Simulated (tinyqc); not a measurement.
sp3s* tight binding with spin-orbit coupling: sweeps and comparisons. A value that a table varies takes the place of the one given here.

sp3s* tight binding, nearest neighbours only: anion (a) at 0, cation (c) at a/4 (1,1,1), orbitals s, px, py, pz, s* on each; k in units of 2 pi/a. With phases e_j = exp(i (pi/2) k.n_j) for n = (1,1,1), (1,-1,-1), (-1,1,-1), (-1,-1,1): g0 = (e1+e2+e3+e4)/4, g1 = (e1+e2-e3-e4)/4, g2 = (e1-e2+e3-e4)/4, g3 = (e1-e2-e3+e4)/4. The diagonal holds the levels Esa, Epa, Exa (s*) and Esc, Epc, Exc. Anion-cation block: <sa|sc> = Vss g0; <sa|xc> = Vsapc g1; <xa|sc> = -Vscpa g1; <xa|xc> = Vxx g0; <xa|yc> = <ya|xc> = Vxy g3, <xa|zc> = <za|xc> = Vxy g2, <ya|zc> = <za|yc> = Vxy g1; <s*a|xc> = Vxapc g1; <xa|s*c> = -Vpaxc g1; y and z take g2 and g3 in place of g1; s-s* and s*-s* vanish.

Spin-orbit coupling acts within the p shell of each atom as (D/3) L.sigma, D = Da or Dc: it puts four states at Ep + D/3 and two at Ep - 2D/3.

Values chosen for the exercise (near a published set for Ge, fitted to gaps, whose masses and valley positions are rough; spin-orbit coupling, where it is added without a refit, lifts the valence top and shrinks all gaps by about a third of the splitting; the results hold for these values, not for the real material): Esa = -5.834 eV (s level of the anion); Epa = 1.602 eV (p level of the anion); Esc = -5.834 eV (s level of the cation); Epc = 1.602 eV (p level of the cation); Exa = 6.349 eV (s* level of the anion); Exc = 6.349 eV (s* level of the cation); Vss = -6.742 eV (s-s); Vxx = 1.608 eV (px-px); Vxy = 4.889 eV (px-py); Vsapc = 5.49 eV (s anion, p cation); Vscpa = 5.49 eV (s cation, p anion); Vxapc = 5.227 eV (s* anion, p cation); Vpaxc = 5.227 eV (p anion, s* cation); Da = 0.279 eV (atomic spin-orbit splitting, anion); Dc = 0.279 eV (the same, cation); eta = 1.8 (scaling exponent); D001 = 0.72 (ratio -ezz/exx).

## What the s* orbital does

The s* couplings Vxapc and Vpaxc are scaled by f; f = 0 is the plain sp3 model. Gaps from the top of the valence band at Gamma; the Delta value is the minimum on (x,0,0), 0.5 <= x <= 1.

Gaps (eV):
```
f      Gamma   Delta       L  x of the minimum
0.00  0.8210  3.5681  2.1910             0.500
0.25  0.8210  3.3934  2.0423             0.500
0.50  0.8210  2.7408  1.6681             0.663
0.75  0.8210  1.7366  1.1922             0.784
0.90  0.8210  1.1137  0.8949             0.801
1.00  0.8210  0.7004  0.6992             0.805
1.10  0.8210  0.2908  0.5082             0.806
```

How do the results move?

The gap at Gamma stays, since g1 to g3 vanish there. From f = 0 to 1 the s* levels lower the Delta value by 2.868 eV and L by 1.492 eV. For f = 0 and 0.25 the least value lies at x = 0.5, the end of the range: any valley further out lies above that value until s* has lowered it enough. The lowest of the three is Gamma at f = 0 and L at f = 1.

## Hydrostatic strain (sp3s* tight binding with spin-orbit coupling, strained)

Strain e moves each bond vector to d = (1 + e) d0 (no internal displacement for the diagonal strains used here) and k is given in fractions of the strained reciprocal cell, so the phases stay. Two-centre values Vss_sigma = Vss/4, Vsp_sigma = sqrt3 V/4 for each s-p and s*-p pair, Vpp_sigma = (Vxx + 2 Vxy)/4, Vpp_pi = (Vxx - Vxy)/4 are scaled by (d0/d)^eta and combined with the new direction cosines; the levels on the diagonal stay.

exx = eyy = ezz = e. Gaps as measured from the top of the valence band; the deformation potentials are (gap(0.01) - gap(-0.01))/0.06.

Gaps (eV):
```
e       Gamma   Delta       L  x of the minimum
-0.03  1.2916  0.7156  0.9356             0.790
-0.02  1.1302  0.7106  0.8540             0.795
-0.01  0.9734  0.7056  0.7753             0.800
0.00   0.8210  0.7004  0.6992             0.805
0.01   0.6728  0.6951  0.6257             0.810
0.02   0.5286  0.6897  0.5548             0.815
0.03   0.3883  0.6843  0.4864             0.821
```

gap deformation potentials (eV): Gamma -5.011, Delta -0.174, L -2.492

What can be read from the table?

Per unit of volume strain the gaps move by -5.01 (Gamma), -0.17 (Delta) and -2.49 eV (L). The lowest valley changes from the Delta line to L between e = -0.01 and 0 and from L to Gamma between e = 0.01 and 0.02. These potentials follow from the one exponent eta, which fitted models replace by one for each integral; with it the sizes are rough, the sign for Delta can be wrong (in Si, Ge and the III-V crystals measured values are small and positive), and the pressures at which valleys cross, and which valley takes over, are rough too. A gap of zero, where one is listed, marks an s level that has sunk below the valence top.

## Biaxial strain splits the top of the valence band (sp3s* tight binding, strained)

No spin-orbit coupling; k = 0; exx = eyy = e, ezz = -D001 e. The four bonds keep equal lengths, and the sums over them give Vxx(e) for px and py and Vzz(e) for pz; each level is the lower root of [[Epa, V], [V, Epc]], and the s level the upper root of the s block. The shear potential b follows from E(x,y) - E(z) = 3 b (exx - ezz), taken as the slope between e = -0.005 and 0.005.

Couplings and levels at Gamma (eV):
```
e           ezz  Vxx(e)  Vzz(e)   E(x,y)     E(z)  E(x,y) - E(z) (meV)  upper s level
-0.020   0.0144  1.5172  1.8635   0.0848  -0.2615                346.3         1.0112
-0.010   0.0072  1.5634  1.7341   0.0386  -0.1321                170.7         0.9597
-0.005   0.0036  1.5859  1.6706   0.0161  -0.0686                 84.7         0.9339
0.005   -0.0036  1.6296  1.5462  -0.0276   0.0558                -83.5         0.8821
0.010   -0.0072  1.6509  1.4852  -0.0489   0.1168               -165.7         0.8561
0.020   -0.0144  1.6920  1.3656  -0.0900   0.2364               -326.4         0.8041
```

b = -3.259 eV

What does this show, and why?

Under tension in the plane (e > 0) the bonds tilt towards the plane, Vxx grows to 1.6509 and Vzz falls to 1.4852 eV at e = 0.01, and the pz state forms the top of the valence band, by 165.7 meV; under compression (e = -0.01) the px, py pair does, by 170.7 meV. The slope gives b = -3.26 eV, a rough value, since on-site strain terms are left out (measured values lie near -2 eV).

## What each parameter does

Gaps from the top of the valence band at Gamma; Delta is the minimum on (x,0,0), 0.5 <= x <= 1. A change on one sublattice alone makes the two atoms unequal. Each row changes one parameter from the base and keeps the others.

Results:
```
case             Ev (eV)  gap Gamma (eV)  gap Delta (eV)  gap L (eV)
base              0.0870          0.8210          0.7004      0.6992
Esc = -5.534 eV   0.0870          0.9727          0.7240      0.7845
Vscpa = 5.29 eV   0.0870          0.8210          0.6407      0.6305
Epc = 1.802 eV    0.1839          0.7241          0.6468      0.6280
Epa = 1.302 eV   -0.0700          0.9780          0.7824      0.8152
Vsapc = 5.69 eV   0.0870          0.8210          0.7476      0.7637
Vxx = 1.308 eV    0.3870          0.5210          0.3557      0.3599
```

What can be read from the table?

The largest shifts from the base row, up to three for each result and ties (the steps differ in size, so this ranks the rows, not the parameters). Ev (eV): Vxx +0.3000, Epa -0.1570, Epc +0.0969; unchanged at the printed digits by Esc, Vscpa and Vsapc. gap Gamma (eV): Vxx -0.3000, Epa +0.1570, Esc +0.1517; unchanged at the printed digits by Vscpa and Vsapc. gap Delta (eV): Vxx -0.3447, Epa +0.0821, Vscpa -0.0597. gap L (eV): Vxx -0.3392, Epa +0.1160, Esc +0.0854. Vscpa and Vsapc cannot move Ev or the gap at Gamma, whose blocks do not hold them; s parameters never move Ev, and move the gap only where the lowest empty level at Gamma is s-like.

(tinyqc, `OMP_NUM_THREADS=1 python tinyqc.py 1451121 1451122 out.jsonl`, Intel(R) Xeon(R) Processor @ 2.30GHz, 1 thread, shared host, about 0.2 s.)
